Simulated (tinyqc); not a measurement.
## Bulk resistivity and mean free path from two films

Question. In the thick-film limit single-crystal films obey rho = rho0 (1 + 3 (1 - ps) lam/(8 d)). Find rho0, lam and the product rho0 lam.

Inputs (values chosen for the exercise): specular share of surface scattering ps = 0.

rho at d = 78 and 340 nm (uohm cm): 2.0557308  1.7970206

Solution. rho is a straight line in 1/d: the intercept is rho0 and the slope (3/8)(1 - ps) rho0 lam. Without ps only the product (1 - ps) lam could be found.

rho0 = 1.720 uohm cm
lam = 40.60 nm
rho0 lam = 69.83 uohm cm nm

Computed by the program tinyqc: `OMP_NUM_THREADS=1 python tinyqc.py 2100151 2100152 out.jsonl`, one thread of a shared Intel Xeon 2.30GHz, about 0.01 s for the whole run.
